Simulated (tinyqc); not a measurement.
Frequency dispersion of an accumulation capacitance by border traps, distributed model: two steps of the calculation.

Traps spread evenly through the insulator exchange electrons with the semiconductor by tunnelling, with tau(x) = t0 exp(2 ka x) at depth x from the interface. The admittance per area Y seen at depth x obeys dY/dx = -Y^2/(i w eps0 eox) + q Nb ln(1 + i w tau)/tau, with Y(0) = i w Cs and w = 2 pi f; the gate sees Y(tox) = G + i w C. Working variable y = Y/(i w), in uF/cm^2. Cox = eps0 eox/tox.

Inputs (values chosen for the exercise); permittivity close to that of hafnium oxide:
- eox = 19.4 (relative permittivity of the insulator)
- tox = 10 nm (insulator thickness)
- Cs = 0.79 uF/cm^2 (semiconductor capacitance in accumulation)
- Nb = 8.2e19 cm^-3 eV^-1 (density of border traps)
- ka = 6.1 1/nm (decay constant of the wave function in the insulator)
- t0 = 3e-11 s (time constant of a trap at the interface)
- f = 100 Hz (frequency)
- xe = 1.9 nm (depth down to which the steps are taken)

Constants: q = 1.602176634e-19 C, eps0 = 8.8541878128e-14 F/cm where lengths are in cm. Results are converted to the units shown.

Task 1. Midpoint steps through the active depth. In terms of y: dy/dx = -y^2/(eps0 eox) + s(x), s = q Nb ln(1 + z)/z, z = i w tau. 8 midpoint steps of h = xe/8: y_half = y + (h/2) y'(x, y), y(new) = y + h y'(x + h/2, y_half).

Find: x; s; y.

Result 1.

x, point 0 to 8 (nm): [0, 0.2375, 0.4750, 0.7125, 0.9500, 1.188, 1.425, 1.663, 1.900]
s, point 0 to 8 (uF/(cm^2 nm)): [1.314+0.000i, 1.314+0.000i, 1.314+0.000i, 1.314+0.000i, 1.314-0.001i, 1.313-0.024i, 1.158-0.363i, 0.161-0.271i, 0.009-0.032i]
y, point 0 to 8 (uF/cm^2): [0.790+0.000i, 1.090+0.000i, 1.381+0.000i, 1.661+0.000i, 1.928+0.000i, 2.181-0.001i, 2.417-0.025i, 2.465-0.142i, 2.392-0.154i]

Task 2. Capacitance and conductance at the gate. Beyond xe the traps are ignored, so 1/y(tox) = 1/y(xe) + (tox - xe)/(eps0 eox); C = Re y, G/w = -Im y, loss tangent G/(w C).

y at xe = 2.3924037-0.1541052i uF/cm^2

Give: y at the gate; C; G/w; loss tangent.

Result 2.

y at the gate = 1.125-0.034i uF/cm^2
C = 1.125 uF/cm^2
G/w = 0.03399 uF/cm^2
loss tangent = 0.03020

tinyqc, about 0.7 s, one thread, Intel Xeon 2.30GHz (shared host): `OMP_NUM_THREADS=1 python tinyqc.py 2202122 2202123 out.jsonl`
